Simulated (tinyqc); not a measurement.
# From phase of H(2 pi f) back to substrate conductivity kappa

Model: time-domain thermoreflectance: layered heat flow under a modulated pulse train, and what the signal ratio measures. Computed by tinyqc, a small Python program. Command: `OMP_NUM_THREADS=1 python tinyqc.py 3114160 3114161 out.jsonl tdtr inv`. One thread of a shared host (Intel(R) Xeon(R) Processor @ 2.30GHz), about 0.03 s of CPU time with the checks.

Pulses repeat at 80 MHz; heat is laid down at the surface, all layers are isotropic.

Inputs (values chosen for the exercise, modelled on aluminium on sapphire): metal thickness d = 86 nm; metal conductivity = 150 W/(m K); metal heat capacity = 2.42 MJ/(m^3 K); boundary conductance G under the metal = 100 MW/(m^2 K); substrate heat capacity C = 3 MJ/(m^3 K); modulation frequency f = 9.8 MHz; spot radius w (1/e^2, pump and probe) = 5.6 micrometre.

Stack: metal, substrate.

Method. For radial wave number k and angular frequency W each layer has u = sqrt(4 pi^2 k^2 + i W C/kappa) and gamma = kappa u. Surface impedance from below: Z = 1/gamma for the substrate; a layer of thickness L maps Z to (Z + tanh(u L)/gamma)/(1 + gamma Z tanh(u L)); a boundary adds 1/G. Response per absorbed watt H(W) = 2 pi int_0^(2/w) Z(k, W) exp(-pi^2 k^2 w^2) k dk by 20 Gauss-Legendre points.

Question. A run gave the result below. Find the substrate conductivity kappa, known to lie between 20 and 46 W/(m K).

phase of H(2 pi f) = -34.75489 degrees

Answer.

Each step takes the trial c = (a f_b - b f_a)/(f_b - f_a), f being the result less the target and a, b, c the logarithms of the listed values; c replaces end b, the old b replaces a if the sign of f changed, and otherwise f_a is halved.

Scan of the range:
```
substrate conductivity kappa (W/(m K))  phase of H(2 pi f) (degrees)
20.0                                                        -39.7902
23.0                                                        -38.6802
26.4                                                        -37.5852
30.3                                                        -36.4923
34.8                                                        -35.3967
40.0                                                        -34.2993
46.0                                                        -33.2042
```

False position (Illinois rule, in the logarithm of the input) inside the bracket:
```
step    end a    end b    trial  phase of H(2 pi f) (degrees)
1     34.8000  40.0000  37.7531                      -34.7542
2     34.8000  37.7531  37.7469                      -34.7555
3     37.7531  37.7469  37.7500                      -34.7549
```

Phase of H(2 pi f) rises at every point of a 13-point scan of the range (every second point is shown), so one value fits; it is bracketed by 34.8 and 40.0. Answer: substrate conductivity kappa = 37.75 W/(m K).
